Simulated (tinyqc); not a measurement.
Surface photovoltage measurement of the minority-carrier diffusion length in a wafer: one step, computed by the program tinyqc. Command: `OMP_NUM_THREADS=1 python tinyqc.py 3130247 3130248 out.jsonl spv walk`. One thread of a shared host (Intel(R) Xeon(R) Processor @ 2.30GHz), about 0.01 s of CPU time with the checks.

Low injection, steady light, a depletion layer much thinner than 1/alpha and L. The excess density dn is taken at the front edge of the neutral region; light that reaches the back is lost.

Question. One wavelength. alpha = (84.732/lambda - 76.417)^2 per cm with lambda in micrometre (an empirical fit for silicon between 0.7 and 1.05 micrometre). Thick wafer: dn = Phi L/((S_f + D/L)(L + 1/alpha)). Finite wafer, with s = S_b L/D, w = W/L, a = alpha L: dn = [Phi a/(a^2 - 1)] [a - B - exp(-alpha W)(a - s)/(cosh w + s sinh w)]/(S_f + B D/L), B = (sinh w + s cosh w)/(cosh w + s sinh w). Photovoltage V = (k_B T/e) ln(1 + dn/n_0). Lifetime = L^2/D.

Inputs (values chosen for the exercise, modelled on p-type silicon at room temperature):
```
quantity,value,unit
diffusion length L,18,micrometre
wafer thickness W,775,micrometre
diffusivity D,30.1,cm^2/s
front recombination velocity S_f,160,cm/s
back recombination velocity S_b,1700,cm/s
photon flux entering,1.9e+11,1/(cm^2 s)
minority density at the surface barrier scale n_0,2.6e+09,1/cm^3
temperature T,298,K
wavelength,979,nm
```

Constants: k_B = 8.617333262e-05 eV/K.

Give: alpha; penetration depth 1/alpha; dn, thick wafer; B; dn, finite wafer; photovoltage V; lifetime.

Answer.

alpha = 102.67 1/cm

penetration depth 1/alpha = 97.401 micrometre

dn, thick wafer = 1.7554e+06 1/cm^3

B = 1

dn, finite wafer = 1.7554e+06 1/cm^3

photovoltage V = 0.017332 mV

lifetime = 0.10764 microsecond
